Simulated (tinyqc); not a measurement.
Physical sputtering: collision-cascade yield, angular dependence, faceting and resputtering in deposition: one step, computed by the program tinyqc. Command: `OMP_NUM_THREADS=1 python tinyqc.py 3012994 3012995 out.jsonl sputter walk`. One thread of a shared host (Intel(R) Xeon(R) Processor @ 2.30GHz), about 0.01 s of CPU time with the checks.

Ions start collision cascades; atoms that reach the surface with more than U leave. The target is amorphous or fine-grained.

Problem. Oblique incidence. Angular law: Y/Y0 = t^f exp(-f cos(a_opt)(t - 1)), t = 1/cos(angle), largest at a_opt. A plane tilted by the angle recedes along the beam at a speed proportional to Y(angle), and along its own normal as Y cos(angle).

Inputs (values chosen for the exercise, modelled on argon ions on titanium): angular exponent f = 1.7; angle of the largest yield = 64 degrees; angle of incidence = 80 degrees.

yield Y0 = 0.6354967 atoms per ion

Give: Y/Y0 at the angle; yield at the angle; normal speed relative to a flat surface; largest Y/Y0.

Solution.

Y/Y0 at the angle = 0.5654

yield at the angle = 0.3593 atoms per ion

normal speed relative to a flat surface = 0.09819

largest Y/Y0 = 1.564
